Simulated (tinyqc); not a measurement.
Decay of LO phonons and the hot-phonon bottleneck in the cooling of electrons. Changing the lattice temperature T. Computed by tinyqc, a small Python program. Command: `OMP_NUM_THREADS=1 python tinyqc.py 3009049 3009050 out.jsonl hotphonon sweep`. One thread of a shared host (Intel(R) Xeon(R) Processor @ 2.30GHz), about 0.02 s of CPU time with the checks.

n(E, T) = 1/(exp(E/(k_B T)) - 1) is the Bose occupation. Electrons have a temperature T_e; the LO modes within their reach share one occupation N; the decay products stay at the lattice temperature.

Inputs (values chosen for the exercise, modelled on aluminium nitride): LO energy hbar omega = 110 meV; lifetime at T = 0, tau_0 = 1.7 ps; share f of the energy in the softer product = 0.28.

Decay channel: two unequal phonons (Ridley).

Constants: k_B = 8.617333262e-05 eV/K; c = 299792458 m/s.

Method. Decay rate 1/tau = (1/tau_0) [1 + n(f hbar omega) + n((1 - f) hbar omega)]. Full width Gamma = 1/(2 pi c tau) in 1/cm, c in cm/s.

One run for each value:

| lattice temperature T (K) | Raman width Gamma (1/cm) | phonon lifetime tau (ps) | equilibrium LO occupation N_0 | thermal factor tau_0/tau |
|---|---|---|---|---|
| 20 | 3.12 | 1.700 | 1.911e-28 | 1.000 |
| 31 | 3.12 | 1.700 | 1.309e-18 | 1.000 |
| 47 | 3.12 | 1.699 | 1.602e-12 | 1.000 |
| 71 | 3.14 | 1.689 | 1.556e-08 | 1.007 |
| 110 | 3.25 | 1.634 | 9.125e-06 | 1.041 |
| 170 | 3.57 | 1.486 | 5.485e-04 | 1.144 |
| 250 | 4.19 | 1.268 | 6.097e-03 | 1.341 |
| 390 | 5.53 | 0.960 | 3.938e-02 | 1.771 |
| 590 | 7.71 | 0.689 | 1.298e-01 | 2.468 |
| 900 | 11.29 | 0.470 | 3.195e-01 | 3.614 |

Describe and explain the trends.

Over the rows, Raman width Gamma (1/cm) rises from 3.12 to 11.3; phonon lifetime tau (ps) falls from 1.70 to 0.470; equilibrium LO occupation N_0 rises from 1.91e-28 to 0.319 (exponent d ln y / d ln x 52 between the first rows and 2.1 between the last). At the low end the exponent of Raman width Gamma is 0.00, close to 0: spontaneous decay alone. The width is flat while k_B T is small against the energy of the softer product, and then grows with the occupation of the products.
